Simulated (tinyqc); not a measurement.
Well width from the intersubband spacing.

Problem. In an empty well of width L and depth Vb, level k solves kw L/2 = (k - 1) pi/2 + arctan(sqrt((mw/mb)(Vb - E)/E)) with kw = sqrt(mw E/C), C = hbar^2/(2 m0). Find L, E1 and E2 from the spacing.

Inputs (values chosen for the exercise); material values close to those of GaAs in AlGaAs: mass along z in the well mw = 0.068 m0; mass along z in the barriers mb = 0.0926 m0; barrier height Vb = 0.255 eV.

Constants: q = 1.602176634e-19 C, hbar = 1.054571817e-34 J s, m0 = 9.1093837015e-31 kg, hbar^2/(2 m0) = 0.0380998212 eV nm^2. Results are converted to the units shown.

E2 - E1 = 35.206771 meV

Solution. Both levels are solved for trial widths until their difference matches. A second level is bound only for L above 4.66 nm, and over that range one width gives this spacing.

L = 18.20 nm
E1 = 11.78 meV
E2 = 46.99 meV

Computed by the program tinyqc: `OMP_NUM_THREADS=1 python tinyqc.py 2140128 2140129 out.jsonl`, one thread of a shared Intel Xeon 2.30GHz, about 0.2 s for the whole run.
